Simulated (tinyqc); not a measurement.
Trap density from two Hall measurements.

Problem. p-type body, charge-sheet picture, full ionisation (an idealisation for deep acceptors), Boltzmann statistics for free electrons. e = Ec - EF at the surface. psi = Eg - Vt ln(Nv/Na) - e; N_dep = sqrt(2 eps0 eps_r Na (psi - Vt)/q); n_f = sqrt(N_dep^2 + 2 eps0 eps_r Vt Nc exp(-e/Vt)/q) - N_dep; Vg = Vfb + psi + q (N_dep + n_t + n_f)/Cox, Cox = eps0 eox/tox. Find e and n_t at both points and the mean trap density between them.

Values chosen for this exercise; band and dielectric values close to those of 4H silicon carbide:
```
symbol,value,unit,meaning
T,400,K,temperature
Eg,3.22,eV,band gap
eps_r,9.83,,relative permittivity
Nc,2.62e19,cm^-3,conduction-band density of states at T
Nv,3.91e19,cm^-3,valence-band density of states at T
eox,3.9,,relative permittivity of the insulator
tox,55,nm,insulator thickness
Na,7.6e16,cm^-3,acceptor density
Vfb,-2.48,V,flat-band voltage without trapped charge
```

Constants: q = 1.602176634e-19 C, kB = 1.380649e-23 J/K, Vt = kB T/q, eps0 = 8.8541878128e-14 F/cm where lengths are in cm. Results are converted to the units shown.

Vg (V): [4.6114860, 5.3725499]
free sheet density from the Hall effect (cm^-2): [2.5253950e9, 7.0040886e10]

Answer. Each n_f fixes e; what the gate voltage holds beyond psi, N_dep and n_f is trapped; the difference quotient is the density, smeared over a few Vt.

e (eV): [0.2470, 0.1310]
n_t (cm^-2): [1.961e11, 3.498e11]
mean trap density = 1.325e12 cm^-2 eV^-1

Numbers from tinyqc (`OMP_NUM_THREADS=1 python tinyqc.py 2222173 2222174 out.jsonl`; about 0.02 s on one thread of a shared Intel Xeon 2.30GHz).
